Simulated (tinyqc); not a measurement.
# One-dimensional ballistic tunnel FET, two-band WKB: effects of single changes

A p-type source for x < 0 with its Fermi level at 0 and its valence edge at ds; in the channel the bands fall as D exp(-x/lam) towards their flat values, with the conduction edge at Ec = ds - dP and D = dP + Eg. The gate moves dP one to one. The drain Fermi level lies at -Vd and the drain side reflects nothing. For w = E - Ec between 0 and dP an electron crosses the gap. Two-band dispersion with equal masses m: inside the gap kappa = sqrt(m u (1 - u/Eg)/C), u the distance from a band edge, C = hbar^2/(2 m0).

Parameters, values chosen for the exercise; band and dielectric values close to those of indium phosphide:
- T = 77 K (temperature)
- Eg = 1.32 eV (band gap)
- m = 0.1 m0 (band-edge mass of the two-band model)
- lam = 5.3 nm (screening length of the source junction)
- ds = 0.14 eV (source valence edge above the source Fermi level)
- Vd = 0.3 V (drain bias)
- g = 1 (number of degenerate subbands (spin apart))
- dP = 0.5 eV (tunnelling window Ev(source) - Ec(channel))

Constants: q = 1.602176634e-19 C, kB = 1.380649e-23 J/K, hbar = 1.054571817e-34 J s, h = 6.62607015e-34 J s, m0 = 9.1093837015e-31 kg, Vt = kB T/q, hbar^2/(2 m0) = 0.0380998212 eV nm^2. Results are converted to the units shown.

Each table varies one quantity; the others keep the values above.

## Effect of the band gap with the mass tied to it

The mass follows the gap, m = 0.1 Eg/1.32 eV. S(w) = 2 lam int_0^Eg kappa(u) du/(w + Eg - u) = 2 pi lam sqrt(m/(C Eg)) [w + Eg/2 - sqrt(w (w + Eg))], T(w) = exp(-S). I = g (2 q^2/h) int_0^dP T(w) [f(E) - f(E + Vd)] dw, E = ds - dP + w, f(x) = 1/(1 + exp(x/Vt)). Swing = d(dP)/d(log10 I).

Effect of the band gap with the mass tied to it:
```
Eg (eV),T(w = dP),I (uA),swing (mV/decade)
0.2,0.6743,10.18,747.0
0.37,0.3026,2.700,402.3
0.54,0.1007,0.5429,287.3
0.71,0.02667,0.09031,226.7
0.89,0.005364,0.01154,186.5
1.06,0.001013,0.001463,160.3
1.23,1.692e-4,1.682e-4,140.9
1.4,2.541e-5,1.776e-5,126.0
```

T(w = dP) falls from 0.674 to 2.54e-5 and I falls from 10.2 to 1.78e-5 uA; the swing falls from 747 to 126 mV/decade. With m/Eg fixed, S depends on the gap only through w + Eg/2 - sqrt(w (w + Eg)). For Eg = 0.2, 0.37 S at w = dP is below 2, where a WKB prefactor of 1 is a rough guess.

## Output curve

Same model as above.

Results:
```
Vd (V),I (uA)
0.02,1.553e-5
0.09,4.309e-5
0.16,5.031e-5
0.24,5.159e-5
0.31,5.166e-5
0.45,5.166e-5
0.53,5.166e-5
0.6,5.166e-5
```

Estimate the missing row, Vd = 0.38 V.

Computed row:
```
Vd (V),I (uA)
0.38,5.166e-5
```

With this row back in the table: I rises from 1.55e-5 to 5.17e-5 uA; it reaches 95 % of the last value at Vd = 0.16 V among the rows. The drain Fermi level passes the channel conduction edge at Vd = dP - ds = 0.360 V, after which the back flow dies out. The window dP is held fixed.

## Transfer curve and swing

Same model as above.

Results:
```
dP (eV),T(w = dP),I (uA),swing (mV/decade)
0.0096,4.452e-12,1.221e-21,6.679
0.015,1.319e-11,6.153e-21,8.697
0.023,4.523e-11,4.007e-20,10.92
0.055,1.064e-9,1.042e-17,14.75
0.085,7.152e-9,1.016e-15,15.24
0.13,5.537e-8,8.843e-13,15.53
0.2,5.079e-7,2.120e-9,31.10
0.31,5.187e-6,5.102e-7,66.02
0.48,5.099e-5,3.613e-5,125.1
```

Estimate the missing row, dP = 0.035 eV.

Computed row:
```
dP (eV),T(w = dP),I (uA),swing (mV/decade)
0.035,1.852e-10,3.946e-19,13.11
```

With this row back in the table: I rises from 1.22e-21 to 3.61e-5 uA and the swing rises from 6.68 to 125 mV/decade. The thermionic limit is Vt ln 10 = 15.3 mV/decade; the swing stays under it up to dP = 0.085 eV among the rows, where I is 1.02e-15 uA, 2.8e-9 % of the last row. Leakage below the onset is not in the model.

Numbers from tinyqc (`OMP_NUM_THREADS=1 python tinyqc.py 2620115 2620116 out.jsonl`; about 0.02 s on one thread of a shared Intel Xeon 2.30GHz).
